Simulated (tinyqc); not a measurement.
# Short-channel transistor, virtual-source model with series resistance: effect of the temperature on the on and off currents

The current per gate width is the charge at the top of the source barrier (the virtual source) times its velocity times a saturation function; al and be are fitting constants of the model. Units: I in uA/um, Rs in ohm um, so I Rs = 1e-6 I Rs in volts; Q in uC/cm^2, so I = 1e-4 Q vx0 Fsat with vx0 in cm/s.

Intrinsic voltages Vg' = Vgs - I Rs, Vd' = Vds - 2 I Rs. n = n0 + nd Vd', VT = VT0 - dl Vd', Ff = 1/(1 + exp((Vg' - VT + al Vt/2)/(al Vt))), Q = Cinv n Vt ln(1 + exp((Vg' - VT + al Vt Ff)/(n Vt))), Vdsat = (vx0 L/mu)(1 - Ff) + Vt Ff, Fsat = u/(1 + u^be)^(1/be) with u = Vd'/Vdsat, and I = Q vx0 Fsat per width. I is solved self-consistently. Ion is I at Vgs = Vds = 0.6 V, Ioff at Vgs = 0, Vds = 0.6 V, and Rlin = Vds/I at Vgs = 0.6 V, Vds = 0.05 V. mu, vx0, VT0, dl and n0 are held fixed.

Values chosen for this exercise: inversion capacitance Cinv = 3.54 uF/cm^2; velocity at the virtual source vx0 = 3.91e7 cm/s; apparent mobility mu = 94 cm^2/(V s); channel length L = 25 nm; threshold at zero drain voltage VT0 = 0.334 V; drain-induced barrier lowering dl = 0.1 V/V; subthreshold factor n0 = 1.34; growth of n with drain voltage nd = 0 1/V; threshold shift (in units of Vt) from weak to strong inversion al = 3.5; sharpness of saturation be = 1.6; series resistance of each contact Rs = 250 ohm um.

Constants: q = 1.602176634e-19 C, kB = 1.380649e-23 J/K, Vt = kB T/q. Results are converted to the units shown.

Effect of the temperature on the on and off currents:
```
T (K)  Ion (uA/um)  Ioff (nA/um)  log10(Ion/Ioff)  Rlin (ohm um)
200         591.13        29.096           4.3079         794.93
230         596.81        150.75           3.5976         792.46
260         603.09        529.79           3.0563         789.33
290         609.80        1417.7           2.6336         785.67
320         616.80        3109.0           2.2975         781.58
350         624.00        5872.1           2.0264         777.20
380         631.32        9893.7           1.8049         772.62
410         638.69         15257           1.6218         767.93
```

What does the table show?

As T goes from 200 to 410 K, Ion rises from 591 to 639 uA/um, Ioff rises from 29.1 to 15300 nA/um and Rlin falls from 795 to 768 ohm um. Ion changes by a factor of 1.08 and Ioff by 524. For T = 290 to 410 K the off current passes 1 uA/um, so the device is hardly off at Vgs = 0.

Program tinyqc, `OMP_NUM_THREADS=1 python tinyqc.py 2380022 2380023 out.jsonl`; Intel Xeon 2.30GHz, shared host, one thread, about 0.01 s.
